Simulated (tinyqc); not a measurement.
Inside a calculation. Model: two-mode optical phonons of a ternary alloy from two coupled oscillators. Computed by tinyqc, a small Python program that keeps every step. Command: `OMP_NUM_THREADS=1 python tinyqc.py 3029997 3029998 out.jsonl twomode walk`. One thread of a shared host (Intel(R) Xeon(R) Processor @ 2.30GHz), about 0.01 s of CPU time with the checks. Intermediate numbers are printed to about 7 digits and carried at full precision; extremes and crossings named in words are read from the listed rows.

An alloy A(x)B(1-x)C has an A-C and a B-C bond oscillator. Each TO frequency moves linearly from the impurity mode (dilute end) to the TO of the pure crystal; each strength is proportional to the number of bonds.

Inputs (values chosen for the exercise, for a model alloy):
```
quantity                  value  unit
omega_TO of pure AC         213  1/cm
omega_LO of pure AC         250  1/cm
omega_TO of pure BC         151  1/cm
omega_LO of pure BC         163  1/cm
eps_inf of AC              11.3     -
eps_inf of BC               5.2     -
impurity mode of A in BC    211  1/cm
impurity mode of B in AC    137  1/cm
fraction x of A             0.2     -
damping gamma               6.9  1/cm
electron mass m*          0.084   m_0
```

Constants: e^2/(4 pi eps_0) = 14.39964548 eV angstrom; hbar^2/(2 m_0) = 3.80998212 eV angstrom^2; 1 THz = 33.35640952 1/cm; h x 1 THz = 4.135667696 meV.

## The two oscillators

omega_1 = (impurity mode of A) + x (omega_TO,AC - impurity mode of A); omega_2 = (impurity mode of B) + (1 - x)(omega_TO,BC - impurity mode of B); eps_inf = x eps_AC + (1 - x) eps_BC; strengths W_1 = x eps_AC (omega_LO,AC^2 - omega_TO,AC^2), W_2 = (1 - x) eps_BC (omega_LO,BC^2 - omega_TO,BC^2).

omega_1 (A-C, TO) = 211.4 1/cm

omega_2 (B-C, TO) = 148.2 1/cm

eps_inf = 6.42

W_1 = 38716.06 1/cm^2

W_2 = 15674.88 1/cm^2

## LO modes, coupled by the field

eps(omega) = eps_inf + W_1/(omega_1^2 - omega^2) + W_2/(omega_2^2 - omega^2) = 0 is the eigenproblem of the matrix [[omega_1^2 + W_1/eps_inf, sqrt(W_1 W_2)/eps_inf], [sqrt(W_1 W_2)/eps_inf, omega_2^2 + W_2/eps_inf]] for omega_LO^2. Uncoupled values keep the diagonal alone. eps_s = eps_inf + W_1/omega_1^2 + W_2/omega_2^2.

matrix (1/cm^2):
```
          1         2
1  50720.50   3837.18
2   3837.18  24404.81
```

lower LO mode = 154.4562 1/cm

upper LO mode = 226.4257 1/cm

uncoupled values (1/cm): 156.2204  225.2121

eps_s = 8.000013

The field pushes the upper mode up by 1.21 and the lower one down by 1.76 per cm; the lower LO stays between the two TO modes.

## Share of the polar coupling

The polar coupling of mode j is c_j = (u_j . sqrt(W))^2/(eps_inf^2 omega_j^2), u_j its eigenvector and omega_j here its LO frequency; the c_j add up to 1/eps_inf - 1/eps_s. Froehlich constant alpha_j = (e^2/(4 pi eps_0)) c_j k_j/(2 E_j), E_j = h c omega_j, k_j = sqrt(m* E_j/(hbar^2/(2 m_0))).

c_j, lower and upper mode: 0.009395749  0.02136769

share of the upper mode = 0.6945807

alpha_j, lower and upper mode: 0.07258478  0.1363363

The upper mode holds 69 % of the coupling, against 55 % of the ionic part of eps_s for the upper oscillator: the field moves strength to the higher mode.

## Reflectivity

With damping, each denominator is omega_j^2 - omega^2 - i gamma omega; R = |(sqrt(eps) - 1)/(sqrt(eps) + 1)|^2.

Spectrum:
```
omega (1/cm)     Re eps     Im eps           R
139            13.18571   1.960310   0.3261131
148            9.003152   15.37399   0.4396453
151           0.8378738   9.221117   0.3907941
154            1.721687   4.057810   0.2140046
158            3.762169   1.784645   0.1292985
199            12.62821   1.982212   0.3181876
211            8.773107   26.28380   0.5413875
219           -3.935239   4.541071   0.5497147
226           0.1616721   1.425872   0.1534840
231            1.603001  0.8192004  0.03536421
249            3.814537  0.2365736   0.1046772
```

## Modes across the composition range

The formulas are those given above.

Frequencies (1/cm):
```
x     TO, A-C  TO, B-C  lower LO  upper LO  coupling share of the upper LO     eps_s
0.02   211.04   150.72  161.8238  213.0796                       0.1509106   6.25420
0.10   211.20   149.60  158.0345  219.9493                       0.4984823   7.03192
0.20   211.40   148.20  154.4562  226.4257                       0.6945807   8.00001
0.35   211.70   146.10  150.2401  233.5879                       0.8307249   9.44344
0.50   212.00   144.00  146.7213  238.8985                       0.8997286  10.87603
0.65   212.30   141.90  143.5787  243.0420                       0.9419564  12.29732
0.80   212.60   139.80  140.6639  246.3915                       0.9712619  13.70680
0.90   212.80   138.40  138.8065  248.2985                       0.9866926  14.63963
0.98   212.96   137.28  137.3578  249.6743                       0.9974754  15.38183
```

The upper LO moves from 213.1 to 249.7 and the lower from 161.8 to 137.4 per cm. At each dilute end one LO-TO pair closes onto an impurity mode. The upper LO shifts by +0.32 per cm for each per cent of x near the middle, which is how Raman spectra measure composition. Its share of the polar coupling passes one half between x = 0.1 and 0.2.

Checks made by the program: generalised Lyddane-Sachs-Teller relation (relative difference below 1e-10); sum of the couplings (relative difference below 1e-10).
